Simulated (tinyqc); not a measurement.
Inside a calculation: carrier statistics of a doped semiconductor with parabolic bands. Values are carried at full precision from step to step, so a last printed digit may differ when a step is redone from the rounded ones.

Constants: kB = 8.617333262e-05 eV/K; hbar^2/2m0 = 3.80998211 eV angstrom^2.

Parameters, chosen for this exercise (near those of Si; not measured data):
```
symbol  value     unit    meaning
Eg0     1.178     eV      gap at 0 K
al      0.000465  eV/K    Varshni alpha
be      652       K       Varshni beta
T       77        K
ml      0.931     m0      longitudinal electron mass
mt      0.188     m0      transverse electron mass
Mv      6                 equivalent valleys
mhh     0.539     m0      heavy-hole mass
mlh     0.155     m0      light-hole mass
ND      2.3e+16   1/cm^3  donors
NA      2.5e+17   1/cm^3  acceptors
ED      0.044     eV      donor level below Ec
EA      0.0457    eV      acceptor level above Ev
```

## Gap and thermal energy

Eg(T) = Eg0 - al T^2/(T + be) (Varshni).

Eg = 1.17422 eV
kT = 0.006635 eV

The gap has shrunk by 3.8 meV from 0 K and is 177.0 kT wide.

## Effective densities of states

m_de = Mv^(2/3) (ml mt^2)^(1/3); m_dh = (mhh^(3/2) + mlh^(3/2))^(2/3); N = 2 (m kB T/(4 pi c))^(3/2) with c = hbar^2/2m0, in 1/angstrom^3; times 1e24 for 1/cm^3.

m_de = 1.0581 m0
m_dh = 0.5931 m0
Nc = 3.5515e+18 1/cm^3
Nv = 1.4904e+18 1/cm^3

The light holes supply 13.4 % of Nv, and Nc/Nv = 2.38.

## Intrinsic density and level

With Boltzmann statistics ni = sqrt(Nc Nv) exp(-Eg/2kT) and Ei = Eg/2 + (kT/2) ln(Nv/Nc), counted from Ev.

ni = 8.60e-21 1/cm^3
Ei = 0.5842 eV

Ei lies 2.9 meV below midgap, towards the band with the smaller density of states.

## Neutrality by bisection

Energies are counted from Ev, so Ec = Eg. n = Nc F_1/2((EF - Eg)/kT), p = Nv F_1/2(-EF/kT), ND+ = ND/(1 + 2 exp((EF - Eg + ED)/kT)), NA- = NA/(1 + 4 exp((EA - EF)/kT)); neutrality asks p + ND+ = n + NA-. F_j(eta) = (1/Gamma(j + 1)) integral_0^infinity x^j dx/(1 + exp(x - eta)), which tends to exp(eta) for eta << 0.

Start from the bracket [-0.2 eV, Eg + 0.2 eV]; at the midpoint EF take the sign of p + ND+ - n - NA-; where it is positive EF must rise. Fourteen steps are shown.

Bisection (eV, 1/cm^3):
```
step       low     high        EF         n         p       ND+       NA-  sign
1     -0.20000  1.37422   0.58711  1.33e-20  5.57e-21  2.30e+16  2.50e+17     -
2     -0.20000  0.58711   0.19355  2.31e-46  3.20e+05  2.30e+16  2.50e+17     -
3     -0.20000  0.19355  -0.00322  3.05e-59  1.65e+18  2.30e+16  3.92e+13     +
4     -0.00322  0.19355   0.09517  8.41e-53  8.80e+11  2.30e+16  2.49e+17     -
5     -0.00322  0.09517   0.04597  5.07e-56  1.46e+15  2.30e+16  5.17e+16     -
6     -0.00322  0.04597   0.02137  1.24e-57  5.86e+16  2.30e+16  1.59e+15     +
7      0.02137  0.04597   0.03367  7.94e-57  9.30e+15  2.30e+16  9.80e+15     +
8      0.03367  0.04597   0.03982  2.01e-56  3.69e+15  2.30e+16  2.34e+16     +
9      0.03982  0.04597   0.04290  3.19e-56  2.32e+15  2.30e+16  3.52e+16     -
10     0.03982  0.04290   0.04136  2.53e-56  2.92e+15  2.30e+16  2.88e+16     -
11     0.03982  0.04136   0.04059  2.25e-56  3.28e+15  2.30e+16  2.59e+16     +
12     0.04059  0.04136   0.04098  2.39e-56  3.10e+15  2.30e+16  2.73e+16     -
13     0.04059  0.04098   0.04078  2.32e-56  3.19e+15  2.30e+16  2.66e+16     -
14     0.04059  0.04078   0.04069  2.29e-56  3.24e+15  2.30e+16  2.63e+16     -
```

Each step halves the bracket, which is 0.192 meV wide at the last row.

## The neutral state

Solve the neutrality condition for EF to convergence.

EF = 0.0407 eV
n = 2.28e-56 1/cm^3
p = 3.24e+15 1/cm^3
ND+ = 2.30e+16 1/cm^3
NA- = 2.62e+16 1/cm^3

The material is p-type; 10.5 % of the acceptors are ionised. EF lies 6.13 kT inside the gap from the valence edge, so Boltzmann statistics would serve; n p/(Nc Nv exp(-Eg/kT)) = 0.999.

## Checks

- F_1/2(1) by the trapezoid rule against adaptive quadrature: both 1.575641.
- Positive against negative charge at the solution (1/cm^3): both 2.62402e+16.

Program tinyqc; command `OMP_NUM_THREADS=1 python tinyqc.py 1650823 1650824 out.jsonl`; about 0.01 s on one thread of a shared Intel(R) Xeon(R) Processor @ 2.30GHz.
